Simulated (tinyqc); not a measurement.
Finite line against the semi-infinite law: electromigration in a confined line: Blech product, Korhonen stress evolution and Black's law. Computed by tinyqc, a small Python program. Command: `OMP_NUM_THREADS=1 python tinyqc.py 3003369 3003370 out.jsonl emigr walk`. One thread of a shared host (Intel(R) Xeon(R) Processor @ 2.30GHz), about 0.01 s of CPU time with the checks.

The electron wind pushes atoms from the cathode (x = 0) to the anode (x = L); blocking ends build a back stress (tension positive). The input rho is taken not to change with temperature. d sigma/dt = d/dx [kappa (d sigma/dx + G)], with zero flux at both ends and sigma = 0 at t = 0.

Inputs (values chosen for the exercise, close to those used for copper lines): resistivity rho = 2.39 micro-ohm cm; atomic volume Omega = 11.8 angstrom^3; effective charge number Z* = 0.95; prefactor D0 = 3.4e-08 m^2/s; activation energy E = 0.899 eV; effective modulus B = 32 GPa; critical stress sigma_c = 180 MPa; current density j = 3.2 MA/cm^2; line length L = 17 um; test temperature T = 310 C.

Start: stress-free.

Constants: e = 1.602176634e-19 C; k_B = 8.617333262e-05 eV/K; k_B = 1.380649e-23 J/K.

Method:
- G = Z* e rho j/Omega; D = D0 exp(-E/(k_B T)); kappa = D B Omega/(k_B T); drift velocity of an unconfined line v = D Z* e rho j/(k_B T). SI: 1 micro-ohm cm = 1e-8 ohm m, 1 MA/cm^2 = 1e10 A/m^2.
- Temperatures in kelvin are T(C) + 273.15.
- At steady state sigma(x) = G (L/2 - x). A void forms only if the cathode stress reaches sigma_c, that is if j L exceeds (j L)_c = 2 Omega (sigma_c)/(Z* e rho). Time scale tau = L^2/kappa.
- sigma(x, t) = G L [1/2 - x/L - 4 sum_(m odd) cos(m pi x/L) exp(-m^2 pi^2 s)/(m pi)^2], s = t/tau, summed to m = 399.
- Semi-infinite line: sigma(0, t) = 2 G L sqrt(s/pi). One-term form: keep m = 1 alone.

tau = 2.96079 h

stress gradient G = 9.86506 MPa/um

Cathode stress (MPa):
```
s           t (h)  full series  semi-infinite  one term
0.002  5.9216e-03        8.463           8.46    17.213
0.005  1.4804e-02       13.381          13.38    19.157
0.01   2.9608e-02       18.924          18.92    22.272
0.02   5.9216e-02       26.762          26.76    28.060
0.05   1.4804e-01       42.269          42.31    42.358
0.1    2.9608e-01       58.520          59.84    58.521
0.2    5.9216e-01       74.411          84.63    74.411
0.4    1.1843e+00       82.541         119.68    82.541
0.8    2.3686e+00       83.828         169.26    83.828
```

Among these rows the semi-infinite law holds to 1 % up to s = 0.05 and the one-term form from s = 0.05 on: the far end is felt once sqrt(kappa t) is no longer small against L, and by then the terms with m > 1 have nearly died out. The critical stress 180 MPa is not reached in these rows.
